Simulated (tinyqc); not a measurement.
Front-illuminated p-i-n photodiode, quantum efficiency and bandwidth: two steps of the calculation.

Light enters through a p layer (0 to xp), a depleted layer (xp to xp + wi) and a thick n substrate, decaying as exp(-al x); one pass, no back reflection. Carriers made in the depleted layer are all collected; those in the neutral layers diffuse.

Parameters, values chosen for the exercise; values close to those of 4H silicon carbide at this wavelength:
```
symbol   value    unit                                         meaning
lam        280      nm                                      wavelength
al       15700    1/cm                          absorption coefficient
Rf        0.05                           reflectance of the front face
eps_r     9.41                                   relative permittivity
xp        0.57      um                  thickness of the front p layer
wi        0.93      um                 thickness of the depleted layer
Dn           3  cm^2/s   electron diffusion coefficient in the p layer
Ln          13      um        electron diffusion length in the p layer
S          4e6    cm/s     recombination velocity of the front surface
Lp        0.92      um  hole diffusion length in the thick n substrate
ve      1.94e7    cm/s                         electron drift velocity
vh      1.36e7    cm/s                             hole drift velocity
dia         17      um                                        diameter
RL          50     ohm                                 load resistance
Cp          40      fF                           parasitic capacitance
f           85     GHz                            modulation frequency
```

Constants: q = 1.602176634e-19 C, h = 6.62607015e-34 J s, c = 299792458 m/s, eps0 = 8.8541878128e-14 F/cm where lengths are in cm. Results are converted to the units shown.

Question 1. Quantum efficiency. k = al Ln, s = S Ln/Dn, e = exp(-al xp); front layer f1 = (k/(k^2 - 1)) {[s + k - e (s cosh(xp/Ln) + sinh(xp/Ln))]/[s sinh(xp/Ln) + cosh(xp/Ln)] - k e}; depleted layer f2 = e (1 - exp(-al wi)); substrate f3 = e exp(-al wi) al Lp/(1 + al Lp); external efficiency (1 - Rf)(f1 + f2 + f3); responsivity = efficiency q lam/(h c).

Wanted: s; f1; f2; f3; external efficiency; responsivity.

Answer 1.

s = 1733
f1 = 0.2565
f2 = 0.3138
f3 = 0.05607
external efficiency = 0.5950
responsivity = 0.1344 A/W

The front layer absorbs 59.1 % of the light that enters and collects 43.4 % of that. Diffusion from the neutral layers makes up 49.9 % of the current.

Question 2. Response at one frequency. Drift response for pairs made in the depleted layer, a = al wi, g = 1 - exp(-a), u = 2 pi i f, te = wi/ve, th = wi/vh: electrons He = [g - a (exp(-a) - exp(-u te))/(u te - a)]/(u te g), holes Hh = [g - a (1 - exp(-a - u th))/(a + u th)]/(u th g); C = eps0 eps_r pi (dia/2)^2/wi + Cp; total |He + Hh|/sqrt(1 + (2 pi f RL C)^2), for the current of the depleted layer alone.

Wanted: te; th; He; Hh; |He + Hh|; C; total response.

Answer 2.

te = 4.794 ps
th = 6.838 ps
He = 0.3024-0.4037i
Hh = 0.1534-0.2287i
|He + Hh| = 0.7795
C = 60.33 fF
total response = 0.4111

The drift response alone falls to 1/sqrt(2) at 100 GHz and the RC term alone at 52.8 GHz; together they give 45.3 GHz for this part of the current; the diffusion currents, left out, respond on their own time scales.

Computed by the program tinyqc: `OMP_NUM_THREADS=1 python tinyqc.py 2250132 2250133 out.jsonl`, one thread of a shared Intel Xeon 2.30GHz, about 0.01 s for the whole run.
